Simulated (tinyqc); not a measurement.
Junction parameters from two forward currents.

Question. D(v) = J1 (exp(v/Vt) - 1) + J2 (exp(v/(2 Vt)) - 1). Find J1, J2 and the voltage 2 Vt ln(J2/J1) near which both parts are equal.

Parameters, values chosen for the exercise:
- T = 330 K (temperature)

Constants: q = 1.602176634e-19 C, kB = 1.380649e-23 J/K, Vt = kB T/q. Results are converted to the units shown.

junction voltages (V): 0.28  0.66
currents (uA/um): 1.1208195e-6  0.0022197855

Solution. The current is linear in J1 and J2, so two points give two equations.

J1 = 1.10e-13 uA/um
J2 = 8.20e-9 uA/um
crossover = 0.638 V

Computed by the program tinyqc: `OMP_NUM_THREADS=1 python tinyqc.py 2182255 2182256 out.jsonl`, one thread of a shared Intel Xeon 2.30GHz, about 0.2 s for the whole run.
